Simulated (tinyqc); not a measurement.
## Step height from the transmission

Inverse problem. A single step up from edge 0 (mass mL) to edge U (mass mS) transmits T(E) = 4 vL vR/(vL + vR)^2 with v = k/m, k = sqrt(m (E - edge)/C), C = hbar^2/(2 m0). It is known that vR < vL. Find vR/vL and U.

Values chosen for this exercise: mass in the left lead mL = 0.041 m0; electron energy E = 0.688 eV; mass beyond the step mS = 0.073 m0.

T(E) = 0.89711928

Solution. The reflection amplitude is sqrt(1 - T(E)) = (1 - y)/(1 + y) with y = vR/vL < 1, and y^2 = (E - U) mL/(E mS).

vR/vL = 0.514
U = 0.364 eV

Computed by the program tinyqc: `OMP_NUM_THREADS=1 python tinyqc.py 2560017 2560018 out.jsonl`, one thread of a shared Intel Xeon 2.30GHz, about 0.01 s for the whole run.
